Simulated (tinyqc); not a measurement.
Heterojunction of two tight-binding chains, step by step. Values are carried at full precision from step to step, so a last printed digit may differ when a step is redone from the rounded ones.

Left chain: hopping -t1, sites at 2 t1 (band bottom 0). Right chain: hopping -t2, sites at dE + 2 t2 (bottom dE). t = c/(m a^2), c = hbar^2/2m0. The bond across the interface is -tc with tc = f sqrt(t1 t2), and the last left site has the extra energy U. In a chain E = bottom + 2t (1 - cos(ka)); the surface Green function of a half chain is g = -exp(ika)/t, with Im k > 0 where cos(ka) > 1.

Constants: hbar^2/2m0 = 3.80998211 eV angstrom^2.

Values chosen for the exercise (masses and offset of the size met at InGaAs / InAlAs; the results hold for these values, not for the real material):
- a = 4 angstrom (site spacing)
- m1 = 0.04 m0 (mass on the left)
- m2 = 0.079 m0 (mass on the right)
- f = 1 (factor on the interface hopping)
- dE = 0.48 eV (band offset)
- E = 0.63 eV (electron energy)
- U = 0.52 eV (extra energy on the last left site)

## Hoppings

Form t1, t2 and tc.

t1 = 5.9531 eV
t2 = 3.0142 eV
tc = 4.2360 eV

## Wave numbers and velocities

The left chain has hopping t1 and band bottom 0, the right one t2 and dE. cos(ka) = 1 - (E - bottom)/(2t); dE/dk = 2 t a sin(ka).

ka (rad): left 0.32676, right 0.22354

dE/dk (eV angstrom): left 15.2865, right 5.3457

## Self-energies on the last left site

Hoppings t1 (left), t2 (right), tc (interface); g is the surface Green function of a half chain. The rest of the left chain gives S1 = t1^2 g1 = -t1 exp(i k1 a); the right chain gives S2 = tc^2 g2 = -(tc^2/t2) exp(i k2 a).

S1 = -5.63810-1.91082i eV
S2 = -5.80497-1.31972i eV

## Transmission

The last site of the left chain has energy 2 t1 + U, and S1, S2 are the self-energies of the two half chains on it. G = 1/(E - 2 t1 - U - S1 - S2); T = 4 Im(S1) Im(S2) |G|^2.

G = -0.0334-0.3059i 1/eV
T = 0.9551

A fraction 0.0449 is reflected although the electron lies above the step.

## Checks

- T from the Green function against 1 - |r|^2 from matching plane waves: both 0.955109.

Program tinyqc; command `OMP_NUM_THREADS=1 python tinyqc.py 1481757 1481758 out.jsonl`; about 0.01 s on one thread of a shared Intel(R) Xeon(R) Processor @ 2.30GHz.
